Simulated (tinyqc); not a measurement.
Gated two-dimensional channel with two bands, quantum capacitance: one step of the calculation.

phi is the Fermi level above the lowest band edge, in volts; Vg is counted from the gate voltage at which an empty channel would have phi = 0. The channel has no thickness; trap charge is -q Dit phi.

Task. New phi. D1 = gv md m0 q/(pi hbar^2), D2 = g2 m2 m0 q/(pi hbar^2) per eV; n1 = D1 Vt ln(1 + exp(phi/Vt)), n2 = D2 Vt ln(1 + exp((phi - E2)/Vt)), n = n1 + n2; Cq = q dn/dphi = q [D1/(1 + exp(-phi/Vt)) + D2/(1 + exp((E2 - phi)/Vt))]. Newton: f = phi + q (n + Dit phi)/Cox - Vg, phi(new) = phi - f/(1 + (Cq + q Dit)/Cox).

Parameters, values chosen for the exercise; lowest band close to that of a thin silicon body:
- T = 300 K (temperature)
- md = 0.197 m0 (in-plane mass)
- gv = 2 (valley degeneracy)
- m2 = 0.27 m0 (in-plane mass of a second band, chosen freely)
- g2 = 2 (valley degeneracy of that band, chosen freely)
- E2 = 0.25 eV (second band edge above the first)
- Dit = 0 cm^-2 eV^-1 (density of traps)
- Vg = 0.58 V (gate voltage)

Constants: q = 1.602176634e-19 C, kB = 1.380649e-23 J/K, hbar = 1.054571817e-34 J s, m0 = 9.1093837015e-31 kg, Vt = kB T/q. Results are converted to the units shown.

phi after iteration 2 = 0.054532035 V
Cox = 2.8776110 uF/cm^2

Find: n1; n2; Cq; f; phi after iteration 3.

Result.

n1 = 9.462e12 cm^-2
n2 = 3.034e9 cm^-2
Cq = 23.54 uF/cm^2
f = 0.001542 V
phi after iteration 3 = 0.05436 V

tinyqc, about 0.01 s, one thread, Intel Xeon 2.30GHz (shared host): `OMP_NUM_THREADS=1 python tinyqc.py 2200029 2200030 out.jsonl`
